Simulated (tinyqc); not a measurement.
Two channel transmissions from conductance and noise.

Question. A contact has two spin-degenerate channels: G = (2 q^2/h)(T1 + T2), Fano factor F = [T1 (1 - T1) + T2 (1 - T2)]/(T1 + T2), T1 > T2. Find T1 and T2.

G in units of 2 q^2/h = 0.9
Fano factor = 0.452

Solution. With g = T1 + T2, T1^2 + T2^2 = g (1 - F), so (T1 - T2)^2 = 2 g (1 - F) - g^2.

T1 = 0.6600
T2 = 0.2400

Numbers from tinyqc (`OMP_NUM_THREADS=1 python tinyqc.py 2740125 2740126 out.jsonl`; about 0.1 s on one thread of a shared Intel Xeon 2.30GHz).
